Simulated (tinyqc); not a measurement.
Worked calculation: CCD on RHF in the sto-3g basis, for H2, spin multiplicity 1. One step of it, computed by the program tinyqc.

Problem. CCD: starting amplitudes. t_ij^ab = <ij||ab> / (e_i + e_j - e_a - e_b), whose energy is MP2.

orbital energies (hartree): MO1 -0.567135, MO2 0.642987

Two-electron integrals over orbitals (pq|rs), unique and non-zero (hartree):
```
(11|11) 0.669416   (21|21) 0.182790   (22|11) 0.658878   (22|22) 0.692537
```

Give: Starting amplitudes; correlation energy.

Solution.

Starting amplitudes (spin orbitals 1a, 1b, ...; amplitudes related by a flip of all spins are not repeated):
```
from      to       t
1a 1b  2a 2b  -0.076
```

correlation energy = -0.01381 hartree
